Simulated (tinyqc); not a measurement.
Geometry alone against geometry with stress: oxidation of curved silicon (wires and holes): cylindrical Deal-Grove kinetics with stress-retarded reaction. Computed by tinyqc, a small Python program. Command: `OMP_NUM_THREADS=1 python tinyqc.py 3025274 3025275 out.jsonl wireox walk`. One thread of a shared host (Intel(R) Xeon(R) Processor @ 2.30GHz), about 0.01 s of CPU time with the checks.

Silicon fills r < a and oxide a < r < b. One volume of silicon gives 2.25 volumes of oxide, and the length is fixed.

Inputs (values chosen for the exercise, close to those used for silicon in dry oxygen):

| quantity | value | unit |
|---|---|---|
| prefactor B0 | 820 | um^2/h |
| activation energy E_B | 1.24 | eV |
| prefactor (B/A)0 | 5.58e+06 | um/h |
| activation energy E_A | 2.01 | eV |
| starting silicon radius a0 | 8.4 | nm |
| starting oxide x_i | 1 | nm |
| viscosity prefactor eta0 | 1.4e-08 | Pa s |
| viscosity energy E_eta | 5.59 | eV |
| critical shear stress s_c | 33 | MPa |
| activation volume V_k | 5.9 | angstrom^3 |
| temperature T | 850 | C |
| time t | 0.83 | h |

Shape: wire (convex).

Constants: k_B = 8.617333262e-05 eV/K.

Method:
- B = B0 exp(-E_B/(k_B T)), B/A = (B/A)0 exp(-E_A/(k_B T)), eta = eta0 exp(E_eta/(k_B T)); 1 um = 1000 nm.
- Temperatures in kelvin are T(C) + 273.15.
- Geometry: b^2 = b0^2 + 1.25 (a0^2 - a^2), b0 = a0 + x_i.
- Rate of oxide made per interface area: q = 1/[1/k + 2 a |ln(b/a)|/B], and |da/dt| = q/2.25. Reaction k = (B/A) exp(-sigma V_k/(k_B T)). New oxide pushes the old with radial speed u = 1.25 |da/dt| at r = a; the shear stress at radius r is s_c asinh(z a^2/r^2), z = 2 eta u/(a s_c) (Eyring flow), and the compressive normal stress at the interface is sigma = |int_a^b 2 s/r dr| = s_c |F(z) - F(z a^2/b^2)|, F(y) = int_0^y asinh(w)/w dw. q and sigma are solved together. 1 MPa angstrom^3 = 6.241509e-6 eV.
- Integrate da/dt adaptively (tolerance 1e-8); a wire counts as consumed at a = 0.5 nm and a hole as closed at b = 0.5 nm. Planar reference: x^2 + A x = B t + x_i^2 + A x_i, A = B/(B/A).
- A dash marks a stress-free run that has consumed the wire or closed the hole.

B = 2237.22 nm^2/h

B/A = 5.33825 nm/h

low-stress viscosity eta = 1.69619e+17 Pa s

k_B T = 0.0967856 eV

Oxide thickness (nm):

| t (h) | planar | curved, no stress | curved, with stress | a (nm) | sigma (MPa) |
|---|---|---|---|---|---|
| 0.0249 | 1.1322 | 1.1240 | 1.1188 | 8.3437 | 119.16 |
| 0.0830 | 1.4405 | 1.4097 | 1.3906 | 8.2133 | 147.84 |
| 0.1660 | 1.8801 | 1.8092 | 1.7663 | 8.0298 | 187.45 |
| 0.3320 | 2.7566 | 2.5803 | 2.4776 | 7.6712 | 262.65 |
| 0.5810 | 4.0645 | 3.6750 | 3.4588 | 7.1528 | 367.89 |
| 0.8300 | 5.3645 | 4.7052 | 4.3538 | 6.6551 | 466.91 |
| 1.2450 | 7.5138 | 6.3006 | 5.6897 | 5.8664 | 624.01 |
| 1.6600 | 9.6420 | 7.7662 | 6.8661 | 5.1234 | 777.17 |

At 1.66 h the thickness is 0.805 of the planar value from geometry alone and 0.712 with stress. On a wire the new oxide spreads over a larger circumference, which thins it, while the oxidant converges on a smaller interface. Stress takes 12 % off the stress-free value. Caution: elasticity of the oxide, stress-dependent diffusion and thin-oxide enhancement are left out.
